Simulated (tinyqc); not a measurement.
Harmonic frequencies on the RHF/sto-3g surface (energies and gradients from PySCF), for H3+, spin multiplicity 1, step by step. One step of it, computed by the program tinyqc.

Task: Normal modes. Diagonalise H_ij / sqrt(m_i m_j); the 6 smallest eigenvalues belong to translations and rotations; wavenumber = sqrt(eigenvalue / 1822.888) x 219474.63; each mode has its largest component positive (the first on a tie); zero-point energy = sum of wavenumbers / 2, with 349.755 1/cm per kcal/mol. A mass of 2.014 u marks deuterium.

Hessian (symmetrised) (hartree/bohr^2), lower triangle:
```
             1Hx          1Hy          1Hz          2Hx          2Hy          2Hz          3Hx          3Hy
1Hx   0.04282756
1Hy  -0.08905726   0.18521598
1Hz  -0.00182357   0.00498698   0.05881294
2Hx  -0.02004902   0.04213809   0.02283263   0.01767492
2Hy   0.04253724  -0.08939745  -0.04815133  -0.03732210   0.07889169
2Hz   0.04245251  -0.08893313  -0.03398237  -0.02910991   0.06437889   0.19027585
3Hx  -0.02277856   0.04691918  -0.02100906   0.00237411  -0.00521515  -0.01334258   0.02040446
3Hy   0.04652001  -0.09581856   0.04316435  -0.00481599   0.01050577   0.02455421  -0.04170403   0.08531280
3Hz  -0.04062894   0.08394615  -0.02483051   0.00627729  -0.01622757  -0.15629350   0.03435164  -0.06771856

            3Hz
3Hz  0.18112398
```

masses (u): 1H 2.014102, 2H 1.007825, 3H 1.007825

Give: eigenvalues of the mass-weighted Hessian; harmonic wavenumbers of the vibrations; mass-weighted modes; zero-point energy.

Result:

eigenvalues of the mass-weighted Hessian (hartree/(bohr^2 u)): 0.0000  0.0000  0.0000  0.0000  0.0000  0.0000  0.1369  0.1455  0.4292

harmonic wavenumbers of the vibrations (1/cm): 1901.8  1960.9  3367.9

mass-weighted modes:
```
      mode 1   mode 2   mode 3
1Hx  -0.2551   0.0096   0.1696
1Hy   0.5305  -0.0108  -0.3528
1Hz   0.0183   0.4471  -0.0122
2Hx   0.1887   0.2304  -0.1072
2Hy  -0.3844  -0.4857   0.2351
2Hz   0.3784  -0.3331   0.5971
3Hx   0.1719  -0.2440  -0.1325
3Hy  -0.3655   0.5010   0.2636
3Hz  -0.4043  -0.2990  -0.5799
```

zero-point energy = 10.3367 kcal/mol
